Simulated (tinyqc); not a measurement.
# Hot electrons in a saturated n-channel MOSFET, lucky-electron model: effects of single changes

Beyond pinch-off the lateral field grows as Esat cosh(y/l) over the velocity-saturated region (pseudo-two-dimensional model). Impact ionisation in this region gives the substrate current, which biases the body forward through Rsub. Currents are per width. Local-field laws: they overstate ionisation when the field peak is narrower than an energy relaxation length.

Values chosen for this exercise; values close to those of silicon n-channel devices: channel length L = 0.25 um; oxide thickness tox = 5.4 nm; junction depth xj = 91 nm; threshold VT = 0.45 V; effective mobility mu = 260 cm^2/(V s); saturation velocity vs = 8.9e6 cm/s; ionisation prefactor Ai = 2e6 1/cm; ionisation field Bi = 1.74 MV/cm; resistance of the lightly doped drain Rd = 200 ohm um; substrate resistance Rsub = 28000 ohm um; fall of VT per volt of forward body bias kb = 0.25; lifetime exponent m = 3; lifetime constant Hl = 2500 s uA/um; drain voltage Vd = 2.3 V; gate voltage Vg = 1.5 V.

Constants: eps0 = 8.8541878128e-14 F/cm where lengths are in cm. Results are converted to the units shown.

Each table varies one quantity; the others keep the values above.

## Effect of the gate voltage

Cox = 3.9 eps0/tox, l = sqrt(3 tox xj), Esat = 2 vs/mu. Overdrive g = Vg - VT + kb Vb; Vdsat = g Esat L/(g + Esat L); Id = Cox vs (g - Vdsat); dV = Vd - Id Rd - Vdsat; Em = sqrt((dV/l)^2 + Esat^2); Isub = Id (Ai/Bi) l Em exp(-Bi/Em). Vb = Rsub Isub is solved self-consistently. Lifetime tau = (Hl/Id)(Isub/Id)^(-m); 1 year = 3.15576e7 s.

Result of one run:
```
Vg (V),Id (uA/um),Em (MV/cm),Isub (uA/um),Isub/Id,tau (years)
2.3,563.3,0.3428,5.325,0.009454,0.1665
```

What becomes of these results when the gate voltage Vg is changed from 2.3 to 1.66 V, all else the same?

Result of the changed run:
```
Vg (V),Id (uA/um),Em (MV/cm),Isub (uA/um),Isub/Id,tau (years)
1.66,303.5,0.4002,6.937,0.02285,0.02186
```

The whole series:
```
Vg (V),Id (uA/um),Em (MV/cm),Isub (uA/um),Isub/Id,tau (years)
0.6,7.414,0.5656,0.8535,0.1151,0.007005
0.81,39.77,0.5201,3.216,0.08087,0.003767
1.02,90.34,0.4826,5.227,0.05786,0.004528
1.24,155.9,0.4499,6.477,0.04154,0.007089
1.45,226.8,0.4234,6.958,0.03068,0.01209
1.66,303.5,0.4002,6.937,0.02285,0.02186
1.88,388.9,0.3786,6.560,0.01687,0.04246
2.09,474.5,0.3599,5.995,0.01264,0.08277
2.3,563.3,0.3428,5.325,0.009454,0.1665
```

As Vg goes from 0.6 to 2.3 V, Em falls from 0.566 to 0.343 MV/cm, Isub goes from 0.853 through a maximum of 6.96 (at Vg = 1.45 V among the rows listed) to 5.33 uA/um and tau goes from 0.00700 through a minimum of 0.00377 (at Vg = 0.81 V among the rows listed) to 0.166 years. Id grows with Vg while the rising Vdsat lowers the field, hence the bell shape; the peak row has Vg/Vd = 0.63. At Vg = 0.6 V Isub/Id passes 0.1, where multiplication of the secondary carriers, left out here, counts.

## Effect of the channel length

Same model as above.

Effect of the channel length:
```
L (um),Id (uA/um),Em (MV/cm),Isub (uA/um),Isub/Id,tau (years)
0.12,393.2,0.4578,17.76,0.04516,0.002187
0.18,305.8,0.4353,10.79,0.03529,0.005896
0.25,244.6,0.4176,6.991,0.02859,0.01387
0.35,191.2,0.4010,4.413,0.02308,0.03371
0.5,144.8,0.3855,2.698,0.01864,0.08454
0.71,108.3,0.3728,1.674,0.01546,0.1981
1,80.52,0.3628,1.065,0.01323,0.4251
```

What does the comparison show?

As L goes from 0.12 to 1 um, Em falls from 0.458 to 0.363 MV/cm, Isub falls from 17.8 to 1.07 uA/um and tau rises from 0.00219 to 0.425 years. From the first row to the last, log10(tau) changes by 2.3: 1.6 from (Isub/Id)^(-m), which holds Em and l, and 0.69 from 1/Id. At L = 0.12 um the body is biased forward by over 0.45 V, close to turning on the parasitic bipolar transistor. At L = 0.12 um the saturated region takes over 60 % of L, so using the full L in Vdsat is rough.

## Effect of the junction depth

Same model as above.

Effect of the junction depth:
```
xj (nm),Id (uA/um),Em (MV/cm),Isub (uA/um),Isub/Id,tau (years)
49,280.96,0.55047,21.229,0.075559,6.5362e-4
67,258.50,0.47991,12.511,0.048399,0.0027030
91,244.55,0.41764,6.9912,0.028587,0.013865
120,236.76,0.36741,3.8686,0.016340,0.076700
170,231.28,0.31221,1.6544,0.0071531,0.93584
230,228.96,0.27115,0.71157,0.0031078,11.527
```

Read the table: what changes, and by how much?

As xj goes from 49 to 230 nm, Em falls from 0.550 to 0.271 MV/cm, Isub falls from 21.2 to 0.712 uA/um and tau rises from 6.54e-4 to 11.5 years. From the first row to the last, log10(tau) changes by 4.2: 4.2 from (Isub/Id)^(-m), which holds Em and l, and 0.089 from 1/Id. At xj = 49 nm the body is biased forward by over 0.45 V, close to turning on the parasitic bipolar transistor.

tinyqc, about 0.01 s, one thread, Intel Xeon 2.30GHz (shared host): `OMP_NUM_THREADS=1 python tinyqc.py 2550146 2550147 out.jsonl`
